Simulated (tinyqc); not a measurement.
Ferroelectric switching, Landau-Khalatnikov equation: two steps of the calculation.

One domain: rho dP/dt = E - (2 al P + 4 be P^3), with al = -3 sqrt(3) Ec/(4 Pr), be = 3 sqrt(3) Ec/(8 Pr^3), so that the static loop has remanence Pr and coercive field Ec. With P in uC/cm^2, E in kV/cm, rho in ohm m and t in ns, dP/dt = [E - 2 al P - 4 be P^3]/(100 rho).

Parameters, values chosen for the exercise; remanent polarisation and coercive field close to those of doped hafnium oxide films: remanent polarisation Pr = 20 uC/cm^2; static coercive field Ec = 1100 kV/cm; viscosity of the polarisation rho = 0.54 ohm m; field amplitude Em = 2900 kV/cm; time step dt = 0.086 ns.

Task 1. Landau coefficients and time scales. al = -3 sqrt(3) Ec/(4 Pr), be = 3 sqrt(3) Ec/(8 Pr^3). Relaxation time at remanence tau = 100 rho/(-4 al); final state: the largest root Pf of 2 al P + 4 be P^3 = Em; relaxation time there 100 rho/(2 al + 12 be Pf^2).

Wanted: al; be; tau; Pf; relaxation time at Pf.

Result 1.

al = -71.45 kV cm/uC
be = 0.08931 kV cm^5/uC^3
tau = 0.1890 ns
Pf = 26.56 uC/cm^2
relaxation time at Pf = 0.08805 ns

Task 2. One time step. The constant field E = Em acts from t = 0. Implicit Euler: P(new) solves P(new) = P + dt dP/dt(P(new)), a cubic with one real root; the rate listed is (P(new) - P)/dt.

P after step 1 = -16.565149 uC/cm^2
al = -71.447096 kV cm/uC
be = 0.089308870 kV cm^5/uC^3

Wanted: dP/dt; P after step 2.

Result 2.

dP/dt = 34.366 uC/(cm^2 ns)
P after step 2 = -13.610 uC/cm^2

Program tinyqc, `OMP_NUM_THREADS=1 python tinyqc.py 2860122 2860123 out.jsonl`; Intel Xeon 2.30GHz, shared host, one thread, about 0.1 s.
